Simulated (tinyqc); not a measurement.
# Trap density from one capacitance

Inverse problem. Traps spread evenly through the insulator exchange electrons with the semiconductor by tunnelling, with tau(x) = t0 exp(2 ka x) at depth x from the interface. The admittance per area Y seen at depth x obeys dY/dx = -Y^2/(i w eps0 eox) + q Nb ln(1 + i w tau)/tau, with Y(0) = i w Cs and w = 2 pi f; the gate sees Y(tox) = G + i w C. Working variable y = Y/(i w), in uF/cm^2. Cox = eps0 eox/tox. Find Nb and G/w.

Inputs (values chosen for the exercise): relative permittivity of the insulator eox = 8.26; insulator thickness tox = 10 nm; semiconductor capacitance in accumulation Cs = 4.5 uF/cm^2; decay constant of the wave function in the insulator ka = 3.3 1/nm; time constant of a trap at the interface t0 = 4e-11 s; frequency f = 10000 Hz.

Constants: q = 1.602176634e-19 C, eps0 = 8.8541878128e-14 F/cm where lengths are in cm. Results are converted to the units shown.

C = 0.65001806 uF/cm^2

Solution. C rises steadily with Nb, so one density matches; in practice ka and t0 must come from the frequency dependence.

Nb = 1.20e19 cm^-3 eV^-1
G/w = 0.00411 uF/cm^2

Computed by the program tinyqc: `OMP_NUM_THREADS=1 python tinyqc.py 2202054 2202055 out.jsonl`, one thread of a shared Intel Xeon 2.30GHz, about 0.6 s for the whole run.
